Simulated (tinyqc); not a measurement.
Thin-body transistor below threshold, two-dimensional Poisson equation on a small mesh: one step of the calculation.

A thin body on a thick buried insulator of low permittivity, taken as carrying no normal field at the bottom of the body (row 0). Mobile charge is neglected (subthreshold), the body is fully depleted, and potentials are counted from the intrinsic level; rows run upward to the gate, columns from source to drain.

Question. Barrier, swing and barrier lowering. The barrier is read along row 0, the path farthest from the gate. Take the node j of lowest psi: barrier Vbi - psi_j; swing Vt ln 10/(d psi_j/dVg); DIBL = (d psi_j/dVd)/(d psi_j/dVg). The derivatives solve the same equations with s = 0 and a unit change of that voltage.

Parameters, values chosen for the exercise:
- T = 293 K (temperature)
- Vbi = 0.55 V (potential of the source)

Constants: q = 1.602176634e-19 C, kB = 1.380649e-23 J/K, Vt = kB T/q. Results are converted to the units shown.

converged psi (V):

|  | j=0 | j=1 | j=2 | j=3 | j=4 |
|---|---|---|---|---|---|
| row 0 | 0.5500000 | 0.1775731 | 0.1294078 | 0.3425138 | 1.2500000 |
| row 1 | 0.5500000 | 0.1180209 | 0.0814241 | 0.2149876 | 1.2500000 |
| row 2 | 0.0400000 | 0.0400000 | 0.0400000 | 0.0400000 | 0.0400000 |

d psi/dVg on row 0: j=0 0.00000000, j=1 0.74413556, j=2 0.89603744, j=3 0.74413556, j=4 0.00000000
d psi/dVd on row 0: j=0 0.0000000, j=1 0.0101174, j=2 0.0519813, j=3 0.2457470, j=4 1.0000000

Wanted: j; barrier; swing; DIBL.

Answer.

j = 2
barrier = 0.4206 V
swing = 64.88 mV/decade
DIBL = 58.01 mV/V

Computed by the program tinyqc: `OMP_NUM_THREADS=1 python tinyqc.py 2480004 2480005 out.jsonl`, one thread of a shared Intel Xeon 2.30GHz, about 0.1 s for the whole run.
